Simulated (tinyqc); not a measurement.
AlGaN/GaN HEMT, charge control with polarisation charge: one step of the calculation.

A two-dimensional electron gas of density ns under a barrier. EF and the subbands are counted from the conduction-band edge of the channel at the interface. Two subbands of a triangular well with an infinite wall, parabolic band, no carriers in the barrier.

Task. New ns. F = q (eta ns + Nb)/(eps0 ec) in eV/nm; E_k = a_k (C F^2/me)^(1/3), a_0 = 2.338107, a_1 = 4.087949, C = hbar^2/(2 m0); D = me m0 q/(pi hbar^2); ns = D Vt [ln(1 + exp((EF - E_0)/Vt)) + ln(1 + exp((EF - E_1)/Vt))], which gives EF = E_0 + Vt ln{2 s/[(1 + u) + sqrt((1 + u)^2 + 4 u s)]} with s = exp(ns/(D Vt)) - 1, u = exp((E_0 - E_1)/Vt). Substitution: ns(new) = eps0 eb (Vg - Voff - EF)/(q d) - Nb.

Inputs (values chosen for the exercise); material values close to those of AlGaN on GaN:

| symbol | value | unit | meaning |
|---|---|---|---|
| T | 300 | K | temperature |
| d | 34 | nm | barrier thickness |
| me | 0.21 | m0 | electron mass in the channel |
| ec | 9.7 |  | relative permittivity of the channel |
| eta | 0.75 |  | share of ns that counts in the confining field |
| Nb | 1.3e10 | cm^-2 | depletion charge of the buffer |
| Vg | -7.79 | V | gate voltage |

Constants: q = 1.602176634e-19 C, kB = 1.380649e-23 J/K, hbar = 1.054571817e-34 J s, m0 = 9.1093837015e-31 kg, Vt = kB T/q, eps0 = 8.8541878128e-14 F/cm where lengths are in cm, hbar^2/(2 m0) = 0.0380998212 eV nm^2. Results are converted to the units shown.

ns after iteration 1 = 2.2821391e12 cm^-2
eb = 9.565
Voff = -9.2678203 V

Wanted: E_0; E_1; EF; ns after iteration 2.

Result.

E_0 = 0.13389 eV
E_1 = 0.23410 eV
EF = 0.14676 eV
ns after iteration 2 = 2.0564e12 cm^-2

Numbers from tinyqc (`OMP_NUM_THREADS=1 python tinyqc.py 2180107 2180108 out.jsonl`; about 0.01 s on one thread of a shared Intel Xeon 2.30GHz).
